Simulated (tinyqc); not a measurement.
Trench capacitor in an array: capacitance, non-linearity, leakage and relaxation: two steps of the calculation.

A film between two metal electrodes, each interface adding a series capacitance ci. The small-signal permittivity is ek (1 + aq E^2); the field is found with the linear permittivity. Leakage J = J0 sinh(E/Ef). After a voltage step the film passes a relaxation current kr C V tt^(-nr), tt being the time in seconds. The sidewall is a coaxial capacitor with radii a = dm/2 - t and b = dm/2, depth AR dm; the end face is left out.

Parameters, values chosen for the exercise; permittivity of the order of that of silicon nitride: relative permittivity of the film ek = 7.75; film thickness t = 11 nm; capacitance of each electrode interface (dead layer and screening) ci = 1000 uF/cm^2; quadratic field coefficient of the permittivity aq = 0.0031 cm^2/MV^2; bias V = 1.7 V; leakage prefactor J0 = 1.2e-11 A/cm^2; field for an e-fold rise of the leakage Ef = 0.47 MV/cm; diameter of the hole dm = 130 nm; aspect ratio, depth over diameter AR = 20; pitch of the square array pt = 270 nm; resistivity of the inner electrode rho = 780 uohm cm.

Constants: eps0 = 8.8541878128e-14 F/cm where lengths are in cm. Results are converted to the units shown.

Task 1. Planar capacitance, field and non-linearity. Planar film: Cf = eps0 ek/t, 1/C = 1/Cf + 2/ci, EOT = 3.9 eps0/C, effective permittivity C t/eps0, E = (V/t) C/Cf; quadratic coefficient [C(V)/C - 1]/V^2 with Cf (1 + aq E^2) in C(V).

Find: Cf; C; EOT; effective permittivity; E; quadratic coefficient; J.

Result 1.

Cf = 0.62382 uF/cm^2
C = 0.62304 uF/cm^2
EOT = 5.5424 nm
effective permittivity = 7.7403
E = 1.5435 MV/cm
quadratic coefficient = 2552.4 ppm/V^2
J = 1.5989e-10 A/cm^2

The interfaces take 0.125 % of the voltage.

Task 2. Cell capacitance, fields and time constant. Per length 1/c = ln(b/a)/(2 pi eps0 ek) + (1/a + 1/b)/(2 pi ci); cell capacitance c AR dm; per footprint over pt^2; fields c V/(2 pi eps0 ek r) at r = a and b; resistance of the inner electrode rho AR dm/(pi a^2); time constant R C/3 of the distributed line.

Give: a; b; cell capacitance; capacitance per footprint; field at a; field at b; R; R C/3.

Result 2.

a = 54.000 nm
b = 65.000 nm
cell capacitance = 6.0387 fF
capacitance per footprint = 8.2835 uF/cm^2
field at a = 1.6959 MV/cm
field at b = 1.4089 MV/cm
R = 2.2138 kohm
R C/3 = 4.4561 ps

The array gives 13.3 times the planar capacitance per footprint; curvature makes the field at the inner electrode 1.10 times the planar value.

Program tinyqc, `OMP_NUM_THREADS=1 python tinyqc.py 2102063 2102064 out.jsonl`; Intel Xeon 2.30GHz, shared host, one thread, about 0.01 s.
